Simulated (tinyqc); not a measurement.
What moves the results of Methfessel-Paxton (first order) smearing: smearing for a one-band metal on the fcc lattice.

Lattice vectors (units of a): a1 = (0, 1/2, 1/2), a2 = (1/2, 0, 1/2), a3 = (1/2, 1/2, 0). E(k) = -t A_1(k) - t2 A_2(k), A_m the sum of cos(k . R) over the 12 nearest and 6 second lattice vectors. Mesh k = sum (j_i/N) b_i, j_i = 0 .. N-1.

With x = (E_k - mu)/sigma: Methfessel-Paxton (first order) f = erfc(x)/2 - x exp(-x^2)/(2 sqrt(pi)), s = (1 - 2 x^2) exp(-x^2)/(4 sqrt(pi)). With weights w = points/N^d (d the dimension), mu solves 2 sum w f = ne; E = 2 sum w f E_k, S = 2 sum w s, F = E - sigma S.

Parameters, chosen for this exercise: t = 0.87 eV (nearest hopping); t2 = -0.25 eV (second hopping); ne = 1.43 (electrons per cell); N = 4 (unshifted mesh); sigma = 0.087 eV (width).

All sums formed anew.

Results for these values:

| case | mu (eV) | E (eV) | S | F (eV) |
|---|---|---|---|---|
| base | 1.7519 | -1.7155 | 0.0999 | -1.7242 |

What happens to each result for t2 = -0.163 eV, all else kept?

Answer: mu does not change at the printed digits; E rises from -1.7155 to -1.6340; S does not change at the printed digits; F rises from -1.7242 to -1.6427.

The same for each parameter in turn:

| case | mu (eV) | E (eV) | S | F (eV) |
|---|---|---|---|---|
| base | 1.7519 | -1.7155 | 0.0999 | -1.7242 |
| N = 8 | 2.2448 | -1.9189 | 0.0126 | -1.9200 |
| sigma = 0.174 eV | 1.7639 | -1.7155 | 0.0999 | -1.7329 |
| ne = 1.53 | 1.7669 | -1.5415 | 0.0778 | -1.5483 |
| t2 = -0.163 eV | 1.7519 | -1.6340 | 0.0999 | -1.6427 |
| t = 0.957 eV | 1.9259 | -1.8637 | 0.0999 | -1.8724 |

tinyqc: `OMP_NUM_THREADS=1 python tinyqc.py 1650849 1650850 out.jsonl`; about 0.2 s, one thread, shared Intel(R) Xeon(R) Processor @ 2.30GHz.
